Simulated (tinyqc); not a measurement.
Inside a calculation. Model: threshold-voltage variability of a planar MOSFET, analytic estimates.

Numbers from tinyqc (`OMP_NUM_THREADS=1 python tinyqc.py 2090067 2090068 out.jsonl`; about 0.01 s on one thread of a shared Intel Xeon 2.30GHz). Printed values are rounded.

Three independent sources add in quadrature: random dopants in the depleted layer, metal-gate grains of two orientations, and roughness of the two gate edges acting through the roll-off VT = VT(long) - Vr exp(-L/l). These are first-order estimates: no three-dimensional electrostatics, no percolation.

Inputs (values chosen for the exercise); material values close to those of silicon:
```
symbol,value,unit,meaning
T,300,K,temperature
Eg,1.12,eV,band gap
eps_r,11.5,,relative permittivity of the semiconductor
Nc,2.82e19,cm^-3,conduction-band density of states at T
Nv,2.7e19,cm^-3,valence-band density of states at T
Na,5.2e18,cm^-3,channel doping
ti,1.5,nm,oxide-equivalent thickness in inversion
L,45,nm,gate length
W,83,nm,gate width
G,15,nm,metal grain size
dW,0.1,eV,work-function difference of the two grain orientations
p,0.4,,share of the orientation of higher work function
De,1.5,nm,rms roughness of one gate edge
La,10,nm,correlation length of the roughness
l,7.8,nm,decay length of the threshold roll-off
Vr,1.3,V,prefactor of the roll-off
n,1.31,,subthreshold factor
gI,8,1/V,gm/I of a matched pair
sb,1.6,%,spread of the gain factor of one device
Nb,65536,,number of cells
Y,0.968,,wanted yield
```

Constants: q = 1.602176634e-19 C, kB = 1.380649e-23 J/K, Vt = kB T/q, eps0 = 8.8541878128e-14 F/cm where lengths are in cm. Results are converted to the units shown.

## Random dopants

ni = sqrt(Nc Nv) exp(-Eg/(2 Vt)), Eg in volts; Cox = 3.9 eps0/ti; Wd = sqrt(4 eps0 eps_r Vt ln(Na/ni)/(q Na)); dopants: s1 = (q/Cox) sqrt(Na Wd/(3 L W)). The slope A1 = s1 sqrt(L W); mean number of dopants Na L W Wd.

Cox = 2.302089 uF/cm^2
Wd = 15.89574 nm
mean number of dopants = 308.7271
A1 = 1.155233 mV um
s1 = 18.90273 mV

Counting alone, 1/sqrt(N) of the depletion voltage q Na Wd/Cox = 575 mV, would give sqrt(3) times more: dopants deep in the layer act less on the surface.

## Metal grains and edge roughness

Grains: Ng = L W/G^2 (at least 1), s2 = dW sqrt(p (1 - p)/Ng). Edges, with exponential correlation and u = W/La: the mean gate length has sL^2 = 2 De^2 (2/u)[1 - (1 - exp(-u))/u]; s3 = sL (Vr/l) exp(-L/l).

Ng = 16.6
s2 = 12.02407 mV
sL = 0.9765894 nm
dVT/dL = 0.5203597 mV/nm
s3 = 0.5081778 mV

## Total spread, mismatch and leakage

s = sqrt(s1^2 + s2^2 + s3^2). For a pair: s(dVT) = sqrt(2) s; current mismatch sqrt(2) sqrt((gI s)^2 + sb^2); input offset = current mismatch/gI. For a Gaussian VT the off current is log-normal with mean/median = exp(s^2/(2 (n Vt)^2)).

s = 22.40870 mV
s(dVT) = 31.69068 mV
current mismatch = 25.45332 %
input offset = 31.81665 mV
mean/median of Ioff = 1.244723

The dopants give 71.2 % of the variance; without them s would be 12.0 mV. A current mismatch this large is beyond the linear estimate.

## Iteration 1: margin in standard deviations for the wanted yield

k at the start = 4

Cells fail independently with probability Q(k) = erfc(k/sqrt(2))/2 when the margin is k standard deviations, and Y = exp(-Nb Q(k)). phi = exp(-k^2/2)/sqrt(2 pi). Newton steps on ln Q(k) = ln(-ln(Y)/Nb): k(new) = k + [ln Q - ln(-ln(Y)/Nb)] Q/phi.

Q(k) = 3.167124e-5
phi = 1.338302e-4
k after iteration 1 = 4.983540

## Iteration 2: margin in standard deviations for the wanted yield

As before.

Q(k) = 3.121564e-7
phi = 1.614031e-6
k after iteration 2 = 4.893878

## Course of the iteration: margin in standard deviations for the wanted yield

Stop when k changes by less than 1e-9, or after 30 iterations.

Course of the iteration:

| iteration | k | \|change\| |
|---|---|---|
| 1 | 4.983540 | 0.984 |
| 2 | 4.893878 | 0.0897 |
| 3 | 4.893114 | 7.64e-4 |
| 4 | 4.893114 | 5.55e-8 |
| 5 | 4.893114 | < 1e-13 |

Converged in 5 iterations. At the end the number of correct digits about doubles with each step. With s(dVT) = 31.7 mV, 4.89 standard deviations are 155 mV.
